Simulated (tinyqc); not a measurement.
Band bending at a free surface with a continuum of surface states, surface photovoltage and Kelvin probe: two steps of the calculation.

n-type bulk, xi = Ec - EF = Vt ln(Nc/Nd), p0 = ni^2/Nd, ni = sqrt(Nc Nv) exp(-Eg/(2 Vt)), Eg in volts. b is the upward band bending, u = b/Vt. Space charge per area, in units of q: Qc = sign(b) sqrt((2 eps0 eps_r Vt/q) [(Nd + dn)(exp(-u) - 1) + Nd u + (p0 + dn)(exp(u) - 1)]), with dn the excess density under light (flat quasi-Fermi levels; 0 in the dark). The states hold -Ds (E0 - xi - b): negative while the Fermi level lies above the neutrality level. Neutrality: Qc + Qf + (charge of the states) = 0.

Parameters, values chosen for the exercise; band and dielectric values close to those of indium phosphide:
- T = 300 K (temperature)
- Eg = 1.34 eV (band gap)
- eps_r = 12.3 (relative permittivity)
- Nc = 5.7e17 cm^-3 (conduction-band density of states at T)
- Nv = 1.1e19 cm^-3 (valence-band density of states at T)
- Nd = 9.3e15 cm^-3 (donor density)
- Qf = 0 cm^-2 (fixed positive charge at the surface)
- Ds = 4.5e12 cm^-2 eV^-1 (density of surface states)
- E0 = 0.7 eV (depth of their neutrality level below the conduction edge)
- dn = 1.8e14 cm^-3 (excess carrier density under light)

Constants: q = 1.602176634e-19 C, kB = 1.380649e-23 J/K, Vt = kB T/q, eps0 = 8.8541878128e-14 F/cm where lengths are in cm. Results are converted to the units shown.

Task 1. Band bending in the dark. Fixed-point step: b(new) = E0 - xi - (Qc(b) + Qf)/Ds.

b after iteration 1 = 0.54094310 V

Give: b after iteration 2.

Result 1.

b after iteration 2 = 0.53689 V

Task 2. Surface photovoltage. Under chopped light the surface charge keeps its dark value, so b falls to bL with Qc(bL, dn) = Qc(b, 0); the photovoltage is b - bL. Qc rises with b, so bL follows by bisection.

converged b = 0.53710488 V

Give: bL; photovoltage; share of b removed; excess holes at the surface, dn exp(bL/Vt).

Result 2.

bL = 0.17060 V
photovoltage = 366.51 mV
share of b removed = 68.237 %
excess holes at the surface, dn exp(bL/Vt) = 1.3219e17 cm^-3

Computed by the program tinyqc: `OMP_NUM_THREADS=1 python tinyqc.py 2430144 2430145 out.jsonl`, one thread of a shared Intel Xeon 2.30GHz, about 0.01 s for the whole run.
